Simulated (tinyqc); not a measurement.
Worked calculation: time-domain thermoreflectance: layered heat flow under a modulated pulse train, and what the signal ratio measures. Computed by tinyqc, a small Python program that keeps every step. Command: `OMP_NUM_THREADS=1 python tinyqc.py 3111893 3111894 out.jsonl tdtr walk`. One thread of a shared host (Intel(R) Xeon(R) Processor @ 2.30GHz), about 0.2 s of CPU time with the checks. Intermediate numbers are printed to about 6 digits and carried at full precision; extremes and crossings named in words are read from the listed rows.

Pulses repeat at 80 MHz; heat is laid down at the surface, all layers are isotropic, and the film is in perfect contact with the substrate.

Inputs (values chosen for the exercise, modelled on aluminium on beta-Ga2O3):

| quantity | value | unit |
|---|---|---|
| metal thickness d | 110 | nm |
| metal conductivity | 150 | W/(m K) |
| metal heat capacity | 2.42 | MJ/(m^3 K) |
| boundary conductance G under the metal | 72 | MW/(m^2 K) |
| film thickness | 39 | nm |
| film conductivity | 14 | W/(m K) |
| film heat capacity | 1.8 | MJ/(m^3 K) |
| substrate conductivity kappa | 15.8 | W/(m K) |
| substrate heat capacity C | 3.26 | MJ/(m^3 K) |
| modulation frequency f | 9.8 | MHz |
| spot radius w (1/e^2, pump and probe) | 18 | micrometre |
| delay t | 1400 | ps |

Stack: metal, film, substrate.

## Length and time scales

Penetration depth sqrt(kappa/(pi f C)); effusivity sqrt(kappa C); cooling time of the metal d C_m/G; Kapitza length kappa/G.

penetration depth = 0.396764 micrometre

effusivity = 7176.91 W s^(1/2)/(m^2 K)

cooling time of the metal = 3697.22 ps

Kapitza length = 219.444 nm

depth over spot radius = 0.0220424

## Impedance at k = 0 and the modulation frequency

For radial wave number k and angular frequency W each layer has u = sqrt(4 pi^2 k^2 + i W C/kappa) and gamma = kappa u. Surface impedance from below: Z = 1/gamma for the substrate; a layer of thickness L maps Z to (Z + tanh(u L)/gamma)/(1 + gamma Z tanh(u L)); a boundary adds 1/G. Take k = 0 and W = 2 pi f.

Z of the substrate = 12.5558-12.5558i m^2 K/GW

Z at the surface = 17.2277-16.9303i m^2 K/GW

## Response at the modulation frequency

Response per absorbed watt H(W) = 2 pi int_0^(2/w) Z(k, W) exp(-pi^2 k^2 w^2) k dk by 20 Gauss-Legendre points.

H(2 pi f) = 0.0169296-0.0165188i K/mW

phase of H(2 pi f) = -44.2963 degrees

## Signal at one delay

Signal: X + iY = sum_(m = -M..M) H(2 pi (f + m f_r)) exp(i 2 pi m f_r t) exp(-pi (m/M)^2 x 4), f_r = 80 MHz, M = 4000, with H(-W) the complex conjugate of H(W); V_in = X, V_out = Y, ratio = -V_in/V_out.

V_in = 0.0352443 K/mW

V_out = -0.0164955 K/mW

ratio -V_in/V_out = 2.13660

## Ratio and sensitivities against delay

Sensitivity S = ln(ratio'/ratio)/ln(1.01) for a rise of one input by 1 %.

Ratio and sensitivities:

| t (ps) | ratio | S to kappa | S to G | S to d | S to C | S to w | S to film conductivity |
|---|---|---|---|---|---|---|---|
| 100 | 3.27661 | 0.335490 | 0.267214 | -0.886690 | 0.335326 | -0.0161491 | 0.0571632 |
| 200 | 3.11342 | 0.331654 | 0.242358 | -0.970415 | 0.331482 | -0.0158448 | 0.0543700 |
| 400 | 2.89389 | 0.324045 | 0.201391 | -0.907522 | 0.323863 | -0.0152635 | 0.0482398 |
| 800 | 2.53826 | 0.310522 | 0.138015 | -0.800658 | 0.310319 | -0.0143124 | 0.0369352 |
| 1500 | 2.08052 | 0.291597 | 0.059252 | -0.661235 | 0.291356 | -0.0131293 | 0.0215096 |
| 2500 | 1.63171 | 0.272730 | -0.016780 | -0.523954 | 0.272431 | -0.0121169 | 0.0057902 |
| 4000 | 1.18954 | 0.257297 | -0.093887 | -0.390902 | 0.256890 | -0.0115250 | -0.0106640 |

The largest sensitivity in size at 100 ps is to d (-0.89). The sensitivity to G changes sign between 1500 and 2500 ps, which helps to separate G from inputs whose sensitivity keeps its sign. kappa and C enter almost alike, through the effusivity. At 400 ps an error of 3 % in d passes on as 8 % in kappa.

Checks made by the program: steady rise of a bare substrate, 1/(2 sqrt(pi) w kappa), from the same quadrature (relative difference below 1e-10).
